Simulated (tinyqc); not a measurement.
## Dose and depth of a threshold implant

Problem. A sheet of D acceptors per cm^2 lies at depth xi inside the depleted layer of a body doped Na. In the depletion approximation VT = Vfb + f2 + q D/Cox + gamma sqrt(f2 + Vsb - q D xi/(eps0 eps_r)), gamma = sqrt(2 eps0 eps_r q Na)/Cox, Cox = eps0 eox/tox. Find gamma, D and xi.

Parameters, values chosen for the exercise; band and dielectric values close to those of germanium:
```
symbol,value,unit,meaning
eps_r,16.2,,relative permittivity
Na,9.6e17,cm^-3,acceptor density deep in the body
eox,3.9,,relative permittivity of the gate insulator (close to silicon dioxide)
tox,7.2,nm,insulator thickness
Vfb,-0.68,V,flat-band voltage
f2,0.547,V,band bending 2 phiF at threshold
```

Constants: q = 1.602176634e-19 C, eps0 = 8.8541878128e-14 F/cm where lengths are in cm. Results are converted to the units shown.

VT against the source at Vsb = 0 and 1.1 V (V): 1.0027001  1.7682509

Solution. With y^2 = f2 - q D xi/(eps0 eps_r) and d the difference of the thresholds over gamma, sqrt(y^2 + Vsb) - y = d gives y = (Vsb - d^2)/(2 d). The first threshold then gives D, and y^2 gives xi.

gamma = 1.385 V^0.5
D = 4.200e11 cm^-2
xi = 6.500 nm

Computed by the program tinyqc: `OMP_NUM_THREADS=1 python tinyqc.py 2080051 2080052 out.jsonl`, one thread of a shared Intel Xeon 2.30GHz, about 0.4 s for the whole run.
